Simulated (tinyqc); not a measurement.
Square lattice in a magnetic field (Harper-Hofstadter model): one step. Hall conductance of the gaps.

Values chosen for the exercise (out of a larger set: a lateral superlattice; not measured data): p = 5 (flux per plaquette p/q, in units of h/e); q = 6.

Question. Gap r (r bands filled) has sigma_xy = t_r e^2/h in size and relative sign, where r = q s_r + p t_r with integers and |t_r| <= q/2; the Chern number of band r is t_r - t_(r-1), with t_0 = t_q = 0. The closed middle gap of even q has no unique t and is marked by a dash, as are the two bands that touch.

Give: Integers.

Answer.

Integers:
```
r  t_r  s_r  Chern number of band r
1   -1    1                      -1
2   -2    2                      -1
3    -    -                       -
4    2   -1                       -
5    1    0                      -1
6    0    1                      -1
```

The first gap carries t = -1; a single Landau level would carry 1. Flux (q - 1)/q equals -1/q, so this is the Landau level of the reversed field.

Run: tinyqc, `OMP_NUM_THREADS=1 python tinyqc.py 1251463 1251464 out.jsonl`; Intel(R) Xeon(R) Processor @ 2.30GHz, one thread, shared host; about 0.02 s of CPU time with all checks.
